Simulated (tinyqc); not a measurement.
Sublattice potential against complex hopping: Haldane model. Computed by the program tinyqc. H_AA = delta - 2 t2 sum cos(k.b + phi), H_BB = -delta - 2 t2 sum cos(k.b - phi), H_AB = -t1 (1 + exp(-i k.a1) + exp(-i k.a2)), b = a1, a2 - a1, -a2, m = 3 sqrt3 t2 sin(phi); the sign of the Chern number follows the orientation k1 then k2.

Honeycomb lattice:
```
parameter     value
t1 (eV)    1.760000
t2 (eV)    0.210000
phi (rad)  1.270000
```

Gaps at the two valleys (eV) and Chern number of the lower band (12 x 12 mesh):
```
delta    gap 2|delta - m|  gap 2|delta + m|  Chern number
-1.8760            5.8364            1.6676             0
-1.3550            4.7944            0.6256             0
-0.6250            3.3344            0.8344            -1
0.0000             2.0844            2.0844            -1
0.4170             1.2504            2.9184            -1
0.7820             0.5204            3.6484            -1
1.3030             0.5216            4.6904             0
2.0840             2.0836            6.2524             0
```

What does the comparison show, and why?

Here |m| = 1.0422 eV. For |delta| < |m| the two valleys have masses of opposite sign and the Chern number is +/-1; one gap closes at |delta| = |m|, and beyond it the band is trivial.
